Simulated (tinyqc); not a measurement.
Drifting, spreading and decaying minority pulse (Haynes-Shockley), explicit time steps: one step of the calculation.

Low injection in a uniform field: dn/dt = D d2n/dx2 - v dn/dx - n/tau with D = mu Vt and v = mu F towards +x. Exact solution on an infinite bar for a Gaussian start at x0: n = N0 exp(-t/tau) exp(-(x - x0 - v t)^2/(2 s^2))/sqrt(2 pi s^2), s^2 = s0^2 + 2 D t.

Question. Coefficients of the scheme. Exponentially fitted fluxes: d = F hx/Vt, B(d) = d/(exp(d) - 1), k = D dt/hx^2; (L n)_i = a n_(i-1) + b n_i + c n_(i+1) with a = k B(-d), c = k B(d), b = -a - c - dt/tau. Explicit steps keep n positive for dt up to 1/[(D/hx^2)(B(d) + B(-d)) + 1/tau].

Values chosen for this exercise; mobility close to that of germanium at room temperature: temperature T = 300 K; minority-carrier mobility mu = 3960 cm^2/(V s); sweep field along the drift F = 15 V/cm; mesh step hx = 50 um; lifetime tau = 4e-7 s; time step dt = 3.6e-8 s.

Constants: q = 1.602176634e-19 C, kB = 1.380649e-23 J/K, Vt = kB T/q. Results are converted to the units shown.

Find: D; v; d; a; b; c; positivity limit of dt.

Answer.

D = 102.37 cm^2/s
v = 59400 cm/s
d = 2.9011
a = 0.45255
b = -0.56743
c = 0.024873
positivity limit of dt = 6.3444e-8 s

Program tinyqc, `OMP_NUM_THREADS=1 python tinyqc.py 2310122 2310123 out.jsonl`; Intel Xeon 2.30GHz, shared host, one thread, about 0.01 s.
